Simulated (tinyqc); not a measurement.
Undoped symmetric double-gate MOSFET, analytic potential model: two steps of the calculation.

An undoped body of thickness ts between two equal insulators and tied gates; long channel, electrons only, n = ni exp((psi - V)/Vt) with V the quasi-Fermi potential (0 at the source, Vd at the drain), constant mobility, no quantisation. Across the body psi(x) = V - 2 Vt ln[(ts/(2 beta)) sqrt(q ni/(2 eps0 eps_r Vt)) cos(2 beta x/ts)], x from the centre. Q is the electron charge per area of the whole body.

Values chosen for this exercise; material values close to those of gallium arsenide:

| symbol | value | unit | meaning |
|---|---|---|---|
| T | 273 | K | temperature |
| eps_r | 12.8 |  | relative permittivity of the semiconductor |
| Nc | 3.75e17 | cm^-3 | conduction-band density of states at T |
| ts | 10 | nm | body thickness |
| Vg | 0.68 | V | gate voltage |

Constants: q = 1.602176634e-19 C, kB = 1.380649e-23 J/K, Vt = kB T/q, eps0 = 8.8541878128e-14 F/cm where lengths are in cm. Results are converted to the units shown.

Question 1. beta at the source by Newton steps. With V = 0: f = ln(beta) - ln(cos beta) + 2 r beta tan(beta) - (Vg - V0)/(2 Vt); f' = 1/beta + tan(beta) + 2 r [tan(beta) + beta/cos^2(beta)]; beta(new) = beta - f/f'.

beta at the start = 0.8
r = 0.73628319
V0 = 0.53425878 V

Give: f; f'; beta after iteration 1.

Answer 1.

f = -1.7463
f' = 6.2228
beta after iteration 1 = 1.0806

Question 2. Potential and electron density across the body at the source. psi(x) as above with V = 0 and beta = beta_s; n = ni exp(psi/Vt).

| point | x/ts |
|---|---|
| 0 | 0 |
| 1 | 0.1 |
| 2 | 0.2 |
| 3 | 0.3 |
| 4 | 0.4 |
| 5 | 0.45 |
| 6 | 0.5 |

beta_s = 1.0185461
ni = 2.0312007e5 cm^-3

Find: psi; n.

Answer 2.

| point | psi (V) | n (cm^-3) |
|---|---|---|
| 0 | 0.69512 | 1.3811e18 |
| 1 | 0.69611 | 1.4401e18 |
| 2 | 0.69914 | 1.6384e18 |
| 3 | 0.70452 | 2.0590e18 |
| 4 | 0.71286 | 2.9350e18 |
| 5 | 0.71850 | 3.7307e18 |
| 6 | 0.72548 | 5.0185e18 |

The density at the surface is 3.63 times that at the centre (1/cos^2 beta). It reaches 13 Nc, where Boltzmann statistics overestimate it.

Numbers from tinyqc (`OMP_NUM_THREADS=1 python tinyqc.py 2440021 2440022 out.jsonl`; about 0.01 s on one thread of a shared Intel Xeon 2.30GHz).
